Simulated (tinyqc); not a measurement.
Harmonic transition-state theory with quantum, tunnelling and friction corrections: one step, computed by the program tinyqc.

One atom hops between equivalent sites; three modes at the minimum and two real modes at the saddle are treated as harmonic, the rest of the crystal as unchanged; melting is ignored, so hot rows may lie above the melting point.

Question. Classical rate and diffusivity. Vineyard: nu* = product of minimum frequencies / product of real saddle frequencies; k_cl = nu* exp(-E_b/(k_B T)). Activation entropy S = k_B ln(nu* h/(k_B T)); for uncorrelated jumps D = z k d^2/6 and D0 = z nu* d^2/6; 1 angstrom^2 = 1e-16 cm^2.

Inputs (values chosen for the exercise, modelled on interstitial lithium in silicon): barrier E_b = 0.647 eV; temperature T = 544 K; jump length d = 2.35 angstrom; number of jump directions z = 4.

Lattice of sites: three-dimensional.

frequencies at the minimum (THz): [9.92, 10.9, 11.7]

real frequencies at the saddle (THz): [11.3, 19.1]

Constants: k_B = 8.617333262e-05 eV/K; h x 1 THz = 4.135667696 meV.

Give: prefactor nu*; classical rate k_cl; activation entropy in the Eyring form; classical diffusivity D; prefactor D0.

Answer.

prefactor nu* = 5.8615 THz

classical rate k_cl = 5.9431e+06 1/s

activation entropy in the Eyring form = -0.65949 k_B

classical diffusivity D = 2.1880e-09 cm^2/s

prefactor D0 = 0.0021580 cm^2/s
